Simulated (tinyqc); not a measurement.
# Worked calculation: free and trapped electrons in a MOS channel with a dense trap tail

Numbers from tinyqc (`OMP_NUM_THREADS=1 python tinyqc.py 2222026 2222027 out.jsonl`; about 0.03 s on one thread of a shared Intel Xeon 2.30GHz). Printed values are rounded.

p-type body, charge-sheet picture, full ionisation (an idealisation for deep acceptors), Boltzmann statistics for free electrons. e = Ec - EF at the surface. Acceptor-like traps of density D(E) = D0 + De exp(-E/Ew) at depth E below Ec, from 0 to Eu, hold n_t = integral of D(E)/(1 + exp((e - E)/Vt)). psi = Eg - Vt ln(Nv/Na) - e; N_dep = sqrt(2 eps0 eps_r Na (psi - Vt)/q); n_f = sqrt(N_dep^2 + 2 eps0 eps_r Vt Nc exp(-e/Vt)/q) - N_dep; Vg = Vfb + psi + q (N_dep + n_t + n_f)/Cox, Cox = eps0 eox/tox.

Inputs (values chosen for the exercise); band and dielectric values close to those of 4H silicon carbide:
```
symbol    value         unit                                             meaning
T           300            K                                         temperature
Eg         3.22           eV                                            band gap
eps_r      9.69                                            relative permittivity
Nc      1.67e19        cm^-3              conduction-band density of states at T
Nv      2.48e19        cm^-3                 valence-band density of states at T
eox         3.9                           relative permittivity of the insulator
tox          73           nm                                 insulator thickness
Na         3e16        cm^-3                                    acceptor density
Vfb       -2.48            V            flat-band voltage without trapped charge
D0       2.8e10  cm^-2 eV^-1  constant background density of acceptor-like traps
De       4.1e13  cm^-2 eV^-1          density of the tail at the conduction edge
Ew         0.06           eV                            decay energy of the tail
Eu         0.97           eV        depth below Ec down to which the traps reach
mf          150   cm^2/(V s)                          mobility of free electrons
e         0.029           eV                              Ec - EF at the surface
```

Constants: q = 1.602176634e-19 C, kB = 1.380649e-23 J/K, Vt = kB T/q, eps0 = 8.8541878128e-14 F/cm where lengths are in cm. Results are converted to the units shown.

Range of the model: EF lies less than 2 Vt below the band edge, or above it, where degeneracy and confinement, left out, matter.

## Trapped charge

Trapezoid rule on 12 equal steps from 0 to Eu, f = 1/(1 + exp((e - E)/Vt)).

| point | E (eV) | D(E) f (cm^-2 eV^-1) |
|---|---|---|
| 0 | 0 | 1.00799e13 |
| 1 | 0.0808333 | 9.41817e12 |
| 2 | 0.161667 | 2.78234e12 |
| 3 | 0.2425 | 7.48101e11 |
| 4 | 0.323333 | 2.15246e11 |
| 5 | 0.404167 | 7.66774e10 |
| 6 | 0.485 | 4.06543e10 |
| 7 | 0.565833 | 3.12896e10 |
| 8 | 0.646667 | 2.88552e10 |
| 9 | 0.7275 | 2.82223e10 |
| 10 | 0.808333 | 2.80578e10 |
| 11 | 0.889167 | 2.80150e10 |
| 12 | 0.97 | 2.80039e10 |

n_t = 1.49377e12 cm^-2

With 1600 steps n_t = 1.583e12 cm^-2; the coarse value is 5.6 % below it.

## Charges and gate voltage

psi, N_dep, n_f and Vg as defined, with the n_t given; free share n_f/(n_f + n_t); apparent mobility mf n_f/(n_f + n_t); gate voltage spent on traps q n_t/Cox.

psi = 3.01734 V
N_dep = 9.80394e11 cm^-2
n_f = 5.90329e11 cm^-2
Vg = 10.9169 V
free share = 28.3254 %
apparent mobility = 42.4882 cm^2/(V s)
gate voltage spent on traps = 5.05944 V
